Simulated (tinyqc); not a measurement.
## Dead time against afterpulsing

Afterpulse probability pap = pa (Cd Vx/q) exp(-td/tt) Pm, with Pm the trigger probability of a released carrier; largest rate 1/td; each true event gives 1/(1 - pap) counts.

Parameters, values chosen for the exercise:
```
symbol,value,unit,meaning
Vx,5.9,V,excess bias
Cd,16,fF,diode capacitance
pa,1e-7,,trapping probability per avalanche carrier
tt,22,ns,trap release time
```

Constants: q = 1.602176634e-19 C. Results are converted to the units shown.

Pm = 0.773

Result of one run:

| td (ns) | pap (%) | largest rate (1e6/s) | counts per event |
|---|---|---|---|
| 81 | 0.1147 | 12.35 | 1.001 |

What becomes of these results when the dead time td is changed from 81 to 7.2 ns, all else the same?

Result of the changed run:

| td (ns) | pap (%) | largest rate (1e6/s) | counts per event |
|---|---|---|---|
| 7.2 | 3.283 | 138.9 | 1.034 |

The whole series:

| td (ns) | pap (%) | largest rate (1e6/s) | counts per event |
|---|---|---|---|
| 4.4 | 3.729 | 227.3 | 1.039 |
| 7.2 | 3.283 | 138.9 | 1.034 |
| 12 | 2.640 | 83.33 | 1.027 |
| 19 | 1.920 | 52.63 | 1.020 |
| 31 | 1.113 | 32.26 | 1.011 |
| 50 | 0.4693 | 20.00 | 1.005 |
| 81 | 0.1147 | 12.35 | 1.001 |
| 130 | 0.01236 | 7.692 | 1.000 |

The afterpulse probability falls from 3.73 to 0.0124 %, a factor of ten for every 50.7 ns, while the largest rate falls from 227 to 7.69 million a second.

Numbers from tinyqc (`OMP_NUM_THREADS=1 python tinyqc.py 2630043 2630044 out.jsonl`; about 0.01 s on one thread of a shared Intel Xeon 2.30GHz).
